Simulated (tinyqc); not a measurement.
Self-heating of a transistor with one or more fingers, with temperature-dependent conductivity: one step, computed by the program tinyqc.

N long parallel fingers lie on the top face of a slab whose bottom is held at T_0; the top is otherwise insulated, and heat flows in two dimensions. P in W/mm is 1000 P in W/m.

Question. Extra rise from ballistic phonons. Near a source smaller than the free path, Fourier's law overstates the flow. Rough estimate: a strip that emits phonons into a half space adds a resistance times area of 4 Lambda/(3 kappa_0), from the ballistic flux C v Delta T/4 with kappa_0 = C v Lambda/3, so Delta T_b = 4 Lambda P/(3 kappa_0 w); Knudsen number Lambda/w.

Inputs (values chosen for the exercise, modelled on sapphire):
```
quantity,value,unit
conductivity at the base temperature kappa_0,33.5,W/(m K)
power per gate width P,0.26,W/mm
width of the heat source w,0.17,micrometre
phonon free path Lambda,15,nm
```

Power: power rises with temperature.

largest theta = 23.52600 K

Give: Knudsen number; ballistic rise Delta T_b; Delta T_b / largest theta.

Answer.

Knudsen number = 0.08824

ballistic rise Delta T_b = 0.9131 K

Delta T_b / largest theta = 0.03881

By this estimate the ballistic term is at most a fifth of the Fourier rise.
